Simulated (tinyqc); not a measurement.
# Crystallisation kinetics and data retention of a phase-change cell: two studies

Johnson-Mehl-Avrami-Kolmogorov law X = 1 - exp(-y^n), y = integral of k dt, k = (1/100 s) exp[-(Ec q/kB)(1/T - 1/T1)].

Parameters, values chosen for the exercise; values of the order of Ge-Sb-Te and related chalcogenides:
- Ec = 2.44 eV (activation energy of crystallisation)
- T1 = 414 K (temperature at which the rate k is 1/(100 s))
- n = 2 (Avrami exponent)
- Xf = 0.4 (crystalline share at which the state is lost)
- T = 317 K (storage temperature)

Constants: q = 1.602176634e-19 C, kB = 1.380649e-23 J/K. Results are converted to the units shown.

Each table varies one quantity; the others keep the values above.

## Kissinger analysis

Tp is the temperature of the largest dX/dt on a ramp of rate b (b in K/min in the logarithm).

Kissinger analysis:
```
b (K/min),Tp (K),q/kB Tp (1/eV),ln(b/Tp^2),X at the peak
0.5,402.8,28.81,-12.69,0.6271
1,406.7,28.54,-12.02,0.6270
2,410.6,28.26,-11.34,0.6270
5,416.0,27.89,-10.45,0.6269
10,420.2,27.62,-9.779,0.6269
20,424.4,27.34,-9.106,0.6268
50,430.2,26.98,-8.216,0.6267
100,434.6,26.70,-7.544,0.6267
```

Tp rises from 403 to 435 K. The slope of ln(b/Tp^2) against q/kB Tp between the end rows is -2.439 eV, against Ec = 2.44 eV, and X at the peak stays near 1 - 1/e = 0.632 (0.627 to 0.627).

## Effect of the activation energy at a fixed measured point

Same model as above.

At fixed T the state fails at t = (-ln(1 - Xf))^(1/n)/k; ten years are 3.15576e8 s. k at T1 is held.

Effect of the activation energy at a fixed measured point:
```
Ec (eV),temperature for ten years (K),time to fail at T (years)
1.5,303.5,0.8760
1.8,317.7,11.48
2.1,328.6,150.5
2.4,337.3,1972
2.7,344.4,2.585e4
3,350.3,3.388e5
3.3,355.2,4.441e6
3.6,359.5,5.820e7
```

What does the table show?

The ten-year temperature rises from 304 to 359 K, and the projected life at 317 K spans 7.82 decades: an error of 0.1 eV changes it by a factor of 2.36.

Range of the model: One Arrhenius rate is assumed; incubation, growth from the boundary and the non-Arrhenius kinetics of the supercooled liquid are left out.

Numbers from tinyqc (`OMP_NUM_THREADS=1 python tinyqc.py 2490143 2490144 out.jsonl`; about 0.04 s on one thread of a shared Intel Xeon 2.30GHz).
